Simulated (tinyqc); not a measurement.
# Disorder broadening of a semi-elliptic band in the self-consistent Born approximation, step by step

Computed by the program tinyqc: `OMP_NUM_THREADS=1 python tinyqc.py 2720021 2720022 out.jsonl`, one thread of a shared Intel Xeon 2.30GHz, about 0.01 s for the whole run. Printed values are rounded.

The local Green function is G = g0(z - Sigma) with z = E + i eta and g0(z) = (z - sqrt(z - 2t) sqrt(z + 2t))/(2 t^2), principal roots; the self-energy is Sigma = D G. The density of states is -Im G/pi.

Parameters, values chosen for the exercise: hopping t = 1 eV; variance of the random site energy D = 1 eV^2; bare broadening eta = 0.03 eV; energy from the band centre E = -0.454 eV; mixing mix = 1.

Constants: q = 1.602176634e-19 C, hbar = 1.054571817e-34 J s. Results are converted to the units shown.

Range of the model: The self-consistent Born approximation misses band tails from rare fluctuations and localisation.

## Iteration 1: Born step

Sigma at the start = 0.000000+0.000000i eV

G = g0(z - Sigma), Sigma(out) = D G, Sigma(new) = Sigma + mix (Sigma(out) - Sigma).

G = -0.2235042-0.9590165i 1/eV
Sigma(out) = -0.2235042-0.9590165i eV
Sigma after iteration 1 = -0.2235042-0.9590165i eV

Sigma(out) of this first step, from Sigma = 0, is the plain (first) Born approximation.

## Iteration 2: Born step

As before.

G = -0.0639419-0.6162971i 1/eV
Sigma(out) = -0.0639419-0.6162971i eV
Sigma after iteration 2 = -0.0639419-0.6162971i eV

## Iteration 3: Born step

As before.

G = -0.1341049-0.7113080i 1/eV
Sigma(out) = -0.1341049-0.7113080i eV
Sigma after iteration 3 = -0.1341049-0.7113080i eV

## Course of the iteration

Stop when |Sigma(out) - Sigma| is below 1e-10 eV, or after 300 iterations; the start is Sigma = 0.

Course of the iteration:
```
iteration  Re Sigma (eV)  Im Sigma (eV)  |Sigma(out) - Sigma| (eV)
1             -0.2235042     -0.9590165                      0.985
2             -0.0639419     -0.6162971                      0.378
3             -0.1341049     -0.7113080                      0.118
4             -0.1038017     -0.6852596                     0.0400
5             -0.1154144     -0.6915611                     0.0132
6             -0.1111863     -0.6903516                    4.40e-3
7             -0.1126447     -0.6904427                    1.46e-3
8             -0.1121648     -0.6905176                    4.86e-4
9             -0.1123152     -0.6904590                    1.61e-4
...                  ...            ...                        ...
14            -0.1122804     -0.6904797                    6.55e-7
15            -0.1122804     -0.6904795                    2.18e-7
16            -0.1122804     -0.6904796                    7.23e-8
17            -0.1122804     -0.6904796                    2.40e-8
18            -0.1122804     -0.6904796                    7.99e-9
19            -0.1122804     -0.6904796                    2.66e-9
20            -0.1122804     -0.6904796                   8.83e-10
21            -0.1122804     -0.6904796                   2.93e-10
22            -0.1122804     -0.6904796                   9.75e-11
```

Converged in 22 iterations. At the solution d Sigma(out)/d Sigma = -0.325+0.072i, so the error shrinks by |1 - mix + mix times that| = 0.332 a step.

## Density of states and lifetime

converged Sigma = -0.1122804-0.6904796i eV

G = Sigma/D, density of states -Im G/pi, lifetime hbar/(2 |Im Sigma|); without disorder the density of states is -Im g0(z)/pi. Closed form: G = (z - sqrt(z^2 - 4 (t^2 + D)))/(2 (t^2 + D)) with the root that gives Im G < 0; for eta -> 0 a semi-ellipse of half-width 2 sqrt(t^2 + D).

density of states = 0.2197865 1/eV
lifetime = 0.4766339 fs
density of states without disorder = 0.3052644 1/eV

Disorder makes the density of states at this energy 28 % below the clean value.
